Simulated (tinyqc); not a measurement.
Decay of LO phonons and the hot-phonon bottleneck in the cooling of electrons: one step, computed by the program tinyqc.

n(E, T) = 1/(exp(E/(k_B T)) - 1) is the Bose occupation. Electrons have a temperature T_e; the LO modes within their reach share one occupation N; the decay products stay at the lattice temperature.

Task: Spontaneous emission time. Froehlich coupling alpha = (e^2/(4 pi eps_0)) (1/eps_inf - 1/eps_s) k_0/(2 hbar omega), k_0 = sqrt(m* hbar omega/(hbar^2/(2 m_0))); emission time tau_sp = hbar/(2 alpha hbar omega); bottleneck ratio r = (n/N_m) tau/tau_sp.

Inputs (values chosen for the exercise, modelled on indium phosphide):

| quantity | value | unit |
|---|---|---|
| LO energy hbar omega | 43.5 | meV |
| lattice temperature T | 300 | K |
| electron mass m* | 0.0767 | m_0 |
| eps_inf | 9.71 | - |
| static dielectric constant eps_s | 12.2 | - |
| electron density n | 3.6e+17 | 1/cm^3 |
| density of LO modes that the electrons reach, N_m | 3.9e+19 | 1/cm^3 |

Decay channel: two unequal phonons (Ridley).

phonon lifetime tau = 2.450981 ps

Constants: e^2/(4 pi eps_0) = 14.39964548 eV angstrom; hbar^2/(2 m_0) = 3.80998212 eV angstrom^2; hbar = 6.582119569e-16 eV s.

Give: alpha; emission time tau_sp; bottleneck ratio r.

Result:

alpha = 0.1030

emission time tau_sp = 73.49 fs

bottleneck ratio r = 0.3079

r compares the rate at which electrons exchange quanta with a mode to its decay rate. The two are comparable, so part of the emitted quanta is reabsorbed.
